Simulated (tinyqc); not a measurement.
Worked calculation (part 1 of 2): ROHF in the 6-311g basis, for H2+, spin multiplicity 2. Computed by tinyqc, a small Python program that keeps every step (integrals from PySCF). Settings: charge = 1, multiplicity = 2, basis = 6-311g, energy threshold = 1e-10, iteration cap = 60, orthogonalisation = canonical, start = core, DIIS depth = 8, DIIS from iteration = 2, method = ROHF. Command: `OMP_NUM_THREADS=1 python tinyqc.py 26506 26507 out.jsonl` (the two numbers bound the seeds that draw the settings). One thread of a shared host (Intel(R) Xeon(R) Processor @ 2.60GHz), about 0.01 s of CPU time with the checks. Later iterations appear only in the table of the cycle.

## One-electron integrals

Geometry (angstrom):
```
atom         x         y         z
H     0.000000  0.000000  0.000000
H     0.000000  0.000000  0.980000
```

Basis 6-311g: exponents (1/bohr^2) and contraction coefficients of normalised primitives:
```
element  l (shell)   exponent  coefficient
H            s (1)  33.865000     0.025494
H            s (1)   5.094790     0.190373
H            s (1)   1.158790     0.852161
H            s (2)   0.325840     1.000000
H            s (3)   0.102741     1.000000
```

Overlap, kinetic and nuclear-attraction integrals over the contracted functions; the nuclear repulsion is the sum of Za Zb / Rab.

nuclear repulsion = 0.53997675 hartree

overlap S:
```
          1H 1s     1H 2s     1H 3s     2H 1s     2H 2s     2H 3s
1H 1s  1.000000  0.706377  0.373664  0.108480  0.290827  0.269889
1H 2s  0.706377  1.000000  0.788963  0.290827  0.571919  0.603547
1H 3s  0.373664  0.788963  1.000000  0.269889  0.603547  0.838465
2H 1s  0.108480  0.290827  0.269889  1.000000  0.706377  0.373664
2H 2s  0.290827  0.571919  0.603547  0.706377  1.000000  0.788963
2H 3s  0.269889  0.603547  0.838465  0.373664  0.788963  1.000000
```

kinetic energy T (hartree):
```
           1H 1s     1H 2s     1H 3s      2H 1s     2H 2s     2H 3s
1H 1s   2.304348  0.549119  0.106346  -0.086079  0.091858  0.060140
1H 2s   0.549119  0.488760  0.184881   0.091858  0.175404  0.116173
1H 3s   0.106346  0.184881  0.154112   0.060140  0.116173  0.114040
2H 1s  -0.086079  0.091858  0.060140   2.304348  0.549119  0.106346
2H 2s   0.091858  0.175404  0.116173   0.549119  0.488760  0.184881
2H 3s   0.060140  0.116173  0.114040   0.106346  0.184881  0.154112
```

nuclear attraction V (hartree):
```
           1H 1s      1H 2s      1H 3s      2H 1s      2H 2s      2H 3s
1H 1s  -2.651047  -1.441662  -0.716156  -0.231972  -0.597786  -0.525118
1H 2s  -1.441662  -1.432254  -0.972015  -0.597786  -0.876496  -0.779795
1H 3s  -0.716156  -0.972015  -0.924499  -0.525118  -0.779795  -0.809923
2H 1s  -0.231972  -0.597786  -0.525118  -2.651047  -1.441662  -0.716156
2H 2s  -0.597786  -0.876496  -0.779795  -1.441662  -1.432254  -0.972015
2H 3s  -0.525118  -0.779795  -0.809923  -0.716156  -0.972015  -0.924499
```

core Hamiltonian H = T + V (hartree):
```
           1H 1s      1H 2s      1H 3s      2H 1s      2H 2s      2H 3s
1H 1s  -0.346699  -0.892543  -0.609810  -0.318050  -0.505928  -0.464978
1H 2s  -0.892543  -0.943494  -0.787134  -0.505928  -0.701092  -0.663622
1H 3s  -0.609810  -0.787134  -0.770388  -0.464978  -0.663622  -0.695884
2H 1s  -0.318050  -0.505928  -0.464978  -0.346699  -0.892543  -0.609810
2H 2s  -0.505928  -0.701092  -0.663622  -0.892543  -0.943494  -0.787134
2H 3s  -0.464978  -0.663622  -0.695884  -0.609810  -0.787134  -0.770388
```

## Two-electron integrals

Functions are numbered as in S; the eight-fold symmetry (ij|kl) = (ji|kl) = (kl|ij) leaves the list below.

Two-electron integrals (ij|kl) in chemists' order, unique and non-zero (hartree):
```
(11|11) 1.393035   (21|11) 0.822971   (21|21) 0.509703   (22|11) 0.822904
(22|21) 0.543028   (22|22) 0.644106   (31|11) 0.411256   (31|21) 0.257757
(31|22) 0.279868   (31|31) 0.130794   (32|11) 0.543681   (32|21) 0.365771
(32|22) 0.452669   (32|31) 0.189803   (32|32) 0.325140   (33|11) 0.494021
(33|21) 0.340115   (33|22) 0.445993   (33|31) 0.178035   (33|32) 0.331779
(33|33) 0.361682   (41|11) 0.102303   (41|21) 0.066548   (41|22) 0.076287
(41|31) 0.034116   (41|32) 0.052667   (41|33) 0.050471   (41|41) 0.014331
(42|11) 0.190318   (42|21) 0.130537   (42|22) 0.166408   (42|31) 0.068133
(42|32) 0.120495   (42|33) 0.123530   (42|41) 0.031584   (42|42) 0.085219
(43|11) 0.154201   (43|21) 0.106933   (43|22) 0.140493   (43|31) 0.056064
(43|32) 0.103547   (43|33) 0.109308   (43|41) 0.026037   (43|42) 0.075075
(43|43) 0.068117   (44|11) 0.538481   (44|21) 0.377842   (44|22) 0.509357
(44|31) 0.198986   (44|32) 0.379159   (44|33) 0.404131   (44|41) 0.102303
(44|42) 0.320777   (44|43) 0.295011   (44|44) 1.393035   (51|11) 0.320777
(51|21) 0.201018   (51|22) 0.218143   (51|31) 0.101995   (51|32) 0.147897
(51|33) 0.138662   (51|41) 0.031584   (51|42) 0.064024   (51|43) 0.052432
(51|44) 0.190318   (51|51) 0.085219   (52|11) 0.407727   (52|21) 0.273731
(52|22) 0.336764   (52|31) 0.141922   (52|32) 0.240968   (52|33) 0.244126
(52|41) 0.049963   (52|42) 0.121757   (52|43) 0.105808   (52|44) 0.407727
(52|51) 0.121757   (52|52) 0.210681   (53|11) 0.332561   (53|21) 0.227999
(53|22) 0.295213   (53|31) 0.119141   (53|32) 0.217577   (53|33) 0.232317
(53|41) 0.043251   (53|42) 0.114893   (53|43) 0.103791   (53|44) 0.405922
(53|51) 0.102626   (53|52) 0.194153   (53|53) 0.190274   (54|11) 0.377842
(54|21) 0.263879   (54|22) 0.352818   (54|31) 0.138732   (54|32) 0.262419
(54|33) 0.280804   (54|41) 0.066548   (54|42) 0.201018   (54|43) 0.185153
(54|44) 0.822971   (54|51) 0.130537   (54|52) 0.273731   (54|53) 0.273701
(54|54) 0.509703   (55|11) 0.509357   (55|21) 0.352818   (55|22) 0.467127
(55|31) 0.185040   (55|32) 0.348079   (55|33) 0.377666   (55|41) 0.076287
(55|42) 0.218143   (55|43) 0.201488   (55|44) 0.822904   (55|51) 0.166408
(55|52) 0.336764   (55|53) 0.340493   (55|54) 0.543028   (55|55) 0.644106
(61|11) 0.295011   (61|21) 0.185153   (61|22) 0.201488   (61|31) 0.093991
(61|32) 0.136760   (61|33) 0.128420   (61|41) 0.026037   (61|42) 0.052432
(61|43) 0.043112   (61|44) 0.154201   (61|51) 0.075075   (61|52) 0.105808
(61|53) 0.089077   (61|54) 0.106933   (61|55) 0.140493   (61|61) 0.068117
(62|11) 0.405922   (62|21) 0.273701   (62|22) 0.340493   (62|31) 0.142142
(62|32) 0.245270   (62|33) 0.251510   (62|41) 0.043251   (62|42) 0.102626
(62|43) 0.089077   (62|44) 0.332561   (62|51) 0.114893   (62|52) 0.194153
(62|53) 0.178363   (62|54) 0.227999   (62|55) 0.295213   (62|61) 0.103791
(62|62) 0.190274   (63|11) 0.392594   (63|21) 0.270997   (63|22) 0.357903
(63|31) 0.142001   (63|32) 0.267526   (63|33) 0.294583   (63|41) 0.044603
(63|42) 0.115204   (63|43) 0.103978   (63|44) 0.392594   (63|51) 0.115204
(63|52) 0.213868   (63|53) 0.210541   (63|54) 0.270997   (63|55) 0.357903
(63|61) 0.103978   (63|62) 0.210541   (63|63) 0.254271   (64|11) 0.198986
(64|21) 0.138732   (64|22) 0.185040   (64|31) 0.072898   (64|32) 0.137624
(64|33) 0.147525   (64|41) 0.034116   (64|42) 0.101995   (64|43) 0.093991
(64|44) 0.411256   (64|51) 0.068133   (64|52) 0.141922   (64|53) 0.142142
(64|54) 0.257757   (64|55) 0.279868   (64|61) 0.056064   (64|62) 0.119141
(64|63) 0.142001   (64|64) 0.130794   (65|11) 0.379159   (65|21) 0.262419
(65|22) 0.348079   (65|31) 0.137624   (65|32) 0.260367   (65|33) 0.285846
(65|41) 0.052667   (65|42) 0.147897   (65|43) 0.136760   (65|44) 0.543681
(65|51) 0.120495   (65|52) 0.240968   (65|53) 0.245270   (65|54) 0.365771
(65|55) 0.452669   (65|61) 0.103547   (65|62) 0.217577   (65|63) 0.267526
(65|64) 0.189803   (65|65) 0.325140   (66|11) 0.404131   (66|21) 0.280804
(66|22) 0.377666   (66|31) 0.147525   (66|32) 0.285846   (66|33) 0.323339
(66|41) 0.050471   (66|42) 0.138662   (66|43) 0.128420   (66|44) 0.494021
(66|51) 0.123530   (66|52) 0.244126   (66|53) 0.251510   (66|54) 0.340115
(66|55) 0.445993   (66|61) 0.109308   (66|62) 0.232317   (66|63) 0.294583
(66|64) 0.178035   (66|65) 0.331779   (66|66) 0.361682
```

## Orthogonalisation

S = U s U^T; canonical form X = U s^(-1/2), so that X^T S X = 1. Each column of U has its largest component positive (the first on a tie).

eigenvalues of S: 0.046741  0.131956  0.265044  0.755566  1.169352  3.631341

X:
```
               1          2          3          4          5         6
1H 1s   0.640433  -0.948586  -0.699852   0.623955   0.547884  0.154880
1H 2s  -1.939814   1.474586   0.850046   0.108649   0.336748  0.237109
1H 3s   2.554240  -0.845534   0.821042  -0.510521   0.118370  0.239754
2H 1s  -0.640433  -0.948586   0.699852   0.623955  -0.547884  0.154880
2H 2s   1.939814   1.474586  -0.850046   0.108649  -0.336748  0.237109
2H 3s  -2.554240  -0.845534  -0.821042  -0.510521  -0.118370  0.239754
```

## Starting guess

The start is the orbitals of the core Hamiltonian; D(s) = C_occ C_occ^T for each spin.

D(alpha) at the start:
```
          1H 1s     1H 2s     1H 3s     2H 1s     2H 2s     2H 3s
1H 1s  0.041701  0.079752  0.007895  0.041701  0.079752  0.007895
1H 2s  0.079752  0.152524  0.015099  0.079752  0.152524  0.015099
1H 3s  0.007895  0.015099  0.001495  0.007895  0.015099  0.001495
2H 1s  0.041701  0.079752  0.007895  0.041701  0.079752  0.007895
2H 2s  0.079752  0.152524  0.015099  0.079752  0.152524  0.015099
2H 3s  0.007895  0.015099  0.001495  0.007895  0.015099  0.001495
```

D(beta) at the start:
```
          1H 1s     1H 2s     1H 3s     2H 1s     2H 2s     2H 3s
1H 1s  0.000000  0.000000  0.000000  0.000000  0.000000  0.000000
1H 2s  0.000000  0.000000  0.000000  0.000000  0.000000  0.000000
1H 3s  0.000000  0.000000  0.000000  0.000000  0.000000  0.000000
2H 1s  0.000000  0.000000  0.000000  0.000000  0.000000  0.000000
2H 2s  0.000000  0.000000  0.000000  0.000000  0.000000  0.000000
2H 3s  0.000000  0.000000  0.000000  0.000000  0.000000  0.000000
```

## Iteration 1: building the Fock matrix

J_ij = sum D_kl (ij|kl) with D = D(alpha) + D(beta), K_ij = sum D_kl (ik|jl) for each spin; F = H + J - K(s); E = tr D H + tr D J / 2 - 0.5 sum_s tr D(s) K(s) + E_nn.

Coulomb J (hartree):
```
          1H 1s     1H 2s     1H 3s     2H 1s     2H 2s     2H 3s
1H 1s  0.759127  0.498771  0.257149  0.087522  0.216542  0.190141
1H 2s  0.498771  0.596788  0.423871  0.216542  0.366806  0.338941
1H 3s  0.257149  0.423871  0.426682  0.190141  0.338941  0.372365
2H 1s  0.087522  0.216542  0.190141  0.759127  0.498771  0.257149
2H 2s  0.216542  0.366806  0.338941  0.498771  0.596788  0.423871
2H 3s  0.190141  0.338941  0.372365  0.257149  0.423871  0.426682
```

exchange K(alpha) (hartree):
```
          1H 1s     1H 2s     1H 3s     2H 1s     2H 2s     2H 3s
1H 1s  0.448768  0.441369  0.306065  0.245622  0.340048  0.277677
1H 2s  0.441369  0.497257  0.367107  0.340048  0.436469  0.348247
1H 3s  0.306065  0.367107  0.281999  0.277677  0.348247  0.275708
2H 1s  0.245622  0.340048  0.277677  0.448768  0.441369  0.306065
2H 2s  0.340048  0.436469  0.348247  0.441369  0.497257  0.367107
2H 3s  0.277677  0.348247  0.275708  0.306065  0.367107  0.281999
```

exchange K(beta) (hartree):
```
          1H 1s     1H 2s     1H 3s     2H 1s     2H 2s     2H 3s
1H 1s  0.000000  0.000000  0.000000  0.000000  0.000000  0.000000
1H 2s  0.000000  0.000000  0.000000  0.000000  0.000000  0.000000
1H 3s  0.000000  0.000000  0.000000  0.000000  0.000000  0.000000
2H 1s  0.000000  0.000000  0.000000  0.000000  0.000000  0.000000
2H 2s  0.000000  0.000000  0.000000  0.000000  0.000000  0.000000
2H 3s  0.000000  0.000000  0.000000  0.000000  0.000000  0.000000
```

F(alpha) (hartree):
```
           1H 1s      1H 2s      1H 3s      2H 1s      2H 2s      2H 3s
1H 1s  -0.036340  -0.835141  -0.658727  -0.476151  -0.629435  -0.552514
1H 2s  -0.835141  -0.843964  -0.730371  -0.629435  -0.770755  -0.672929
1H 3s  -0.658727  -0.730371  -0.625704  -0.552514  -0.672929  -0.599227
2H 1s  -0.476151  -0.629435  -0.552514  -0.036340  -0.835141  -0.658727
2H 2s  -0.629435  -0.770755  -0.672929  -0.835141  -0.843964  -0.730371
2H 3s  -0.552514  -0.672929  -0.599227  -0.658727  -0.730371  -0.625704
```

F(beta) (hartree):
```
           1H 1s      1H 2s      1H 3s      2H 1s      2H 2s      2H 3s
1H 1s   0.412429  -0.393772  -0.352662  -0.230529  -0.289387  -0.274837
1H 2s  -0.393772  -0.346707  -0.363263  -0.289387  -0.334286  -0.324682
1H 3s  -0.352662  -0.363263  -0.343706  -0.274837  -0.324682  -0.323519
2H 1s  -0.230529  -0.289387  -0.274837   0.412429  -0.393772  -0.352662
2H 2s  -0.289387  -0.334286  -0.324682  -0.393772  -0.346707  -0.363263
2H 3s  -0.274837  -0.324682  -0.323519  -0.352662  -0.363263  -0.343706
```

total energy of this density = -0.58921391 hartree

## Iteration 1: Roothaan effective Fock matrix

With projectors Pc = D(beta) S, Po = (D(alpha) - D(beta)) S, Pv = 1 - D(alpha) S, the block xy is Px^T F Py; with Fc = (F(alpha) + F(beta))/2, the blocks are Fc for cc, oo, vv and cv, F(beta) for co and F(alpha) for ov.

effective F (hartree):
```
           1H 1s      1H 2s      1H 3s      2H 1s      2H 2s      2H 3s
1H 1s   0.156215  -0.629967  -0.502145  -0.385169  -0.474921  -0.410126
1H 2s  -0.629967  -0.578648  -0.509629  -0.474921  -0.535833  -0.461617
1H 3s  -0.502145  -0.509629  -0.433244  -0.410126  -0.461617  -0.409912
2H 1s  -0.385169  -0.474921  -0.410126   0.156215  -0.629967  -0.502145
2H 2s  -0.474921  -0.535833  -0.461617  -0.629967  -0.578648  -0.509629
2H 3s  -0.410126  -0.461617  -0.409912  -0.502145  -0.509629  -0.433244
```

## Iteration 1: diagonalisation and new density

Diagonalise F' = X^T F X, C = X C', fill 1 alpha and 0 beta electrons from the bottom; D(s) = C_occ C_occ^T. Each column has its largest component positive (the first on a tie).

F' = X^T F X (hartree):
```
           1          2          3          4          5          6
1   0.937355   0.000000  -0.855098   0.000000   0.352396   0.000000
2   0.000000   1.634715   0.000000  -0.899636   0.000000  -0.021283
3  -0.855098   0.000000   0.883418   0.000000  -0.619310   0.000000
4   0.000000  -0.899636   0.000000   0.434176   0.000000  -0.203521
5   0.352396   0.000000  -0.619310   0.000000   0.168709   0.000000
6   0.000000  -0.021283   0.000000  -0.203521   0.000000  -0.751885
```

orbital energies (hartree): MO1 -0.801525, MO2 -0.215029, MO3 0.000483, MO4 0.183237, MO5 2.021275, MO6 2.118048

coefficients C:
```
            MO1        MO2        MO3        MO4        MO5        MO6
1H 1s  0.204208   0.138522  -0.051916  -0.119660  -1.080100  -1.126378
1H 2s  0.390543   0.368328  -0.720908  -1.234794   1.714197   1.253075
1H 3s  0.038662   1.109733   0.886259   2.163633  -1.139933  -0.496076
2H 1s  0.204208  -0.138522  -0.051916   0.119660   1.080100  -1.126378
2H 2s  0.390543  -0.368328  -0.720908   1.234794  -1.714197   1.253075
2H 3s  0.038662  -1.109733   0.886259  -2.163633   1.139933  -0.496076
```

D(alpha) after iteration 1:
```
          1H 1s     1H 2s     1H 3s     2H 1s     2H 2s     2H 3s
1H 1s  0.041701  0.079752  0.007895  0.041701  0.079752  0.007895
1H 2s  0.079752  0.152524  0.015099  0.079752  0.152524  0.015099
1H 3s  0.007895  0.015099  0.001495  0.007895  0.015099  0.001495
2H 1s  0.041701  0.079752  0.007895  0.041701  0.079752  0.007895
2H 2s  0.079752  0.152524  0.015099  0.079752  0.152524  0.015099
2H 3s  0.007895  0.015099  0.001495  0.007895  0.015099  0.001495
```

D(beta) after iteration 1:
```
          1H 1s     1H 2s     1H 3s     2H 1s     2H 2s     2H 3s
1H 1s  0.000000  0.000000  0.000000  0.000000  0.000000  0.000000
1H 2s  0.000000  0.000000  0.000000  0.000000  0.000000  0.000000
1H 3s  0.000000  0.000000  0.000000  0.000000  0.000000  0.000000
2H 1s  0.000000  0.000000  0.000000  0.000000  0.000000  0.000000
2H 2s  0.000000  0.000000  0.000000  0.000000  0.000000  0.000000
2H 3s  0.000000  0.000000  0.000000  0.000000  0.000000  0.000000
```

## Iteration 2: building the Fock matrix

As before.

Coulomb J (hartree):
```
          1H 1s     1H 2s     1H 3s     2H 1s     2H 2s     2H 3s
1H 1s  0.759127  0.498771  0.257149  0.087522  0.216542  0.190141
1H 2s  0.498771  0.596788  0.423871  0.216542  0.366806  0.338941
1H 3s  0.257149  0.423871  0.426682  0.190141  0.338941  0.372365
2H 1s  0.087522  0.216542  0.190141  0.759127  0.498771  0.257149
2H 2s  0.216542  0.366806  0.338941  0.498771  0.596788  0.423871
2H 3s  0.190141  0.338941  0.372365  0.257149  0.423871  0.426682
```

exchange K(alpha) (hartree):
```
          1H 1s     1H 2s     1H 3s     2H 1s     2H 2s     2H 3s
1H 1s  0.448768  0.441369  0.306065  0.245622  0.340048  0.277677
1H 2s  0.441369  0.497257  0.367107  0.340048  0.436469  0.348247
1H 3s  0.306065  0.367107  0.281999  0.277677  0.348247  0.275708
2H 1s  0.245622  0.340048  0.277677  0.448768  0.441369  0.306065
2H 2s  0.340048  0.436469  0.348247  0.441369  0.497257  0.367107
2H 3s  0.277677  0.348247  0.275708  0.306065  0.367107  0.281999
```

exchange K(beta) (hartree):
```
          1H 1s     1H 2s     1H 3s     2H 1s     2H 2s     2H 3s
1H 1s  0.000000  0.000000  0.000000  0.000000  0.000000  0.000000
1H 2s  0.000000  0.000000  0.000000  0.000000  0.000000  0.000000
1H 3s  0.000000  0.000000  0.000000  0.000000  0.000000  0.000000
2H 1s  0.000000  0.000000  0.000000  0.000000  0.000000  0.000000
2H 2s  0.000000  0.000000  0.000000  0.000000  0.000000  0.000000
2H 3s  0.000000  0.000000  0.000000  0.000000  0.000000  0.000000
```

F(alpha) (hartree):
```
           1H 1s      1H 2s      1H 3s      2H 1s      2H 2s      2H 3s
1H 1s  -0.036340  -0.835141  -0.658727  -0.476151  -0.629435  -0.552514
1H 2s  -0.835141  -0.843964  -0.730371  -0.629435  -0.770755  -0.672929
1H 3s  -0.658727  -0.730371  -0.625704  -0.552514  -0.672929  -0.599227
2H 1s  -0.476151  -0.629435  -0.552514  -0.036340  -0.835141  -0.658727
2H 2s  -0.629435  -0.770755  -0.672929  -0.835141  -0.843964  -0.730371
2H 3s  -0.552514  -0.672929  -0.599227  -0.658727  -0.730371  -0.625704
```

F(beta) (hartree):
```
           1H 1s      1H 2s      1H 3s      2H 1s      2H 2s      2H 3s
1H 1s   0.412429  -0.393772  -0.352662  -0.230529  -0.289387  -0.274837
1H 2s  -0.393772  -0.346707  -0.363263  -0.289387  -0.334286  -0.324682
1H 3s  -0.352662  -0.363263  -0.343706  -0.274837  -0.324682  -0.323519
2H 1s  -0.230529  -0.289387  -0.274837   0.412429  -0.393772  -0.352662
2H 2s  -0.289387  -0.334286  -0.324682  -0.393772  -0.346707  -0.363263
2H 3s  -0.274837  -0.324682  -0.323519  -0.352662  -0.363263  -0.343706
```

total energy of this density = -0.58921391 hartree

## Iteration 2: Roothaan effective Fock matrix

As before.

effective F (hartree):
```
           1H 1s      1H 2s      1H 3s      2H 1s      2H 2s      2H 3s
1H 1s   0.156215  -0.629967  -0.502145  -0.385169  -0.474921  -0.410126
1H 2s  -0.629967  -0.578648  -0.509629  -0.474921  -0.535833  -0.461617
1H 3s  -0.502145  -0.509629  -0.433244  -0.410126  -0.461617  -0.409912
2H 1s  -0.385169  -0.474921  -0.410126   0.156215  -0.629967  -0.502145
2H 2s  -0.474921  -0.535833  -0.461617  -0.629967  -0.578648  -0.509629
2H 3s  -0.410126  -0.461617  -0.409912  -0.502145  -0.509629  -0.433244
```
